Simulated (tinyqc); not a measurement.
## Off-state leakage of single and stacked transistors: subthreshold current against the height of the stack

n-channel devices of unit width. Subthreshold current I(Vg, Vs, Vd) = I0 (T/300 K)^0.5 exp[(Vg - Vs - VT(T) - gb (Vs - Vb) + dd (Vd - Vs))/(nf Vt)] (1 - exp(-(Vd - Vs)/Vt)), VT(T) = VT - cT (T - 300 K). Gate-edge tunnelling Ig (Vd/1 V) exp(ag (Vd - 1 V)), for a gate at 0 V, and band-to-band leakage Ab u exp(-Bb/u), u = Vd - Vb + 1 V, flow at a drain held at V; both are taken as independent of T. In a stack of off transistors (all gates at 0 V) the same subthreshold current passes through each.

All n gates at 0 V, bottom source at 0 V, top drain at V; node voltages follow from equal currents.

Values chosen for this exercise; values of the order met in bulk silicon logic transistors:
```
symbol  value   unit                                             meaning
T         300      K                                         temperature
V         0.9      V                                      supply voltage
VT       0.45      V        threshold at 300 K, zero drain and body bias
cT        0.9   mV/K              fall of the threshold with temperature
I0       0.46  uA/um                       current at threshold at 300 K
nf       1.25                                               slope factor
dd       0.06                            drain-induced lowering per volt
gb       0.16         rise of the threshold per volt of source-body bias
Vb          0      V                                        body voltage
```

Constants: q = 1.602176634e-19 C, kB = 1.380649e-23 J/K, Vt = kB T/q. Results are converted to the units shown.

Result of one run:
columns A: I (nA/um); B: reduction factor; C: drain voltage of the bottom device (mV); D: source voltage of the top device (mV); E: voltage across the top device (V)
```
A               B       C       D        E
2.0377e-4  10.755  16.866  62.918  0.83708
```

Which number of transistors in series n gave this result: 1, 2, 3 or 4?

n = 3.

The whole series:
columns A: n; B: I (nA/um); C: reduction factor; D: drain voltage of the bottom device (mV); E: source voltage of the top device (mV); F: voltage across the top device (V)
```
A          B       C       D       E        F
1  0.0021916  1.0000  900.00       0  0.90000
2  3.7568e-4  5.8335  46.714  46.714  0.85329
3  2.0377e-4  10.755  16.866  62.918  0.83708
4  1.3972e-4  15.685  10.451  72.913  0.82709
5  1.0630e-4  20.617  7.5865  80.155  0.81984
6  8.5772e-5  25.551  5.9580  85.838  0.81416
```

The second transistor cuts the current by a factor of 5.83, the third by a further 1.84 and the sixth by 1.24. The top device keeps 90.5 % of the supply at n = 6, while the drain voltage of the bottom one falls to 0.230 Vt.

tinyqc, about 0.06 s, one thread, Intel Xeon 2.30GHz (shared host): `OMP_NUM_THREADS=1 python tinyqc.py 2242159 2242160 out.jsonl`
